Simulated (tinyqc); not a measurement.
Exchange-split free-electron bands and tunnelling magnetoresistance, step by step. Values are carried at full precision from step to step, so a last printed digit may differ when a step is redone from the rounded ones.

Majority and minority bands E = c k^2/m -/+ Dx/2, c = hbar^2/2m0, so k_up = sqrt(m (EF + Dx/2)/c), k_dn = sqrt(m (EF - Dx/2)/c); n_s = k_s^3/(6 pi^2), D_s = m k_s/(4 pi^2 c).

Constants: hbar^2/2m0 = 3.80998211 eV angstrom^2.

Inputs chosen for the exercise: EF = 4.45 eV (Fermi energy above the mean band bottom); Dx = 7.25 eV (exchange splitting); m = 0.88 m0 (mass in the electrodes); mb = 0.78 m0 (mass in the barrier); phi = 1.73 eV (barrier height above EF); d = 16.7 angstrom (barrier thickness).

## The two Fermi spheres

Give k_s, n_s, D_s, the moment per electron (n_up - n_dn)/n and three polarisations: of D, of D v and of D v^2 (v proportional to k).

k_up, k_dn (1/angstrom): [1.3657, 0.4365]

n_up, n_dn (1/angstrom^3): [0.04301, 0.00140]

D_up, D_dn (1/(eV angstrom^3)): [0.00799, 0.00255]

moment per electron = 0.9368 muB

polarisations: D 0.5156, D v 0.8146, D v^2 0.9368

The three numbers differ although they describe one band structure: each probe (density of states, ballistic current, diffusive current) weights the velocity differently.

## Transmissions

Barrier: kappa = sqrt(mb phi/c), c = hbar^2/2m0. With a = k1/m, b = k2/m, w = kappa/mb, the transmission at normal incidence is T(k1, k2) = 4 a b w^2/[w^2 (a + b)^2 + (w^2 + a^2)(w^2 + b^2) sinh^2(kappa d)]. Parallel: G_P = T(up, up) + T(dn, dn); antiparallel: G_AP = 2 T(up, dn); TMR = (G_P - G_AP)/G_AP. Julliere: TMR = 2 P^2/(1 - P^2). Slonczewski factor: P_eff = P_k (w^2 - a_up a_dn)/(w^2 + a_up a_dn), P_k = (k_up - k_dn)/(k_up + k_dn).

Evaluate kappa and the three T.

kappa = 0.5951 1/angstrom
kappa d = 9.939

T: up-up 5.845e-09, dn-dn 7.787e-09, up-dn 6.747e-09

The minority channel transmits more, by a factor 1.33; the common factor exp(-2 kappa d) is 2.33e-09.

## Magnetoresistance

From the T, and from the Julliere formula with P_k and with P_eff.

TMR from T = 1.03 %
P_k = 0.5156
P_eff = -0.0716
Julliere with P_k = 72.41 %
Julliere with P_eff = 1.03 %

The interface factor is -0.139: it reverses the sign of the tunnelling polarisation. The plain Julliere value lies 71.4 points above the result and the one with P_eff 0.00 points from it. Symmetry filtering in crystalline barriers, which gives far larger values, is outside this model.

## Checks

- TMR of a thick barrier against the Julliere formula with P_eff: both 0.01030.

Run: tinyqc, `OMP_NUM_THREADS=1 python tinyqc.py 1650638 1650639 out.jsonl`; Intel(R) Xeon(R) Processor @ 2.30GHz, one thread, shared host; about 0.01 s of CPU time with all checks.
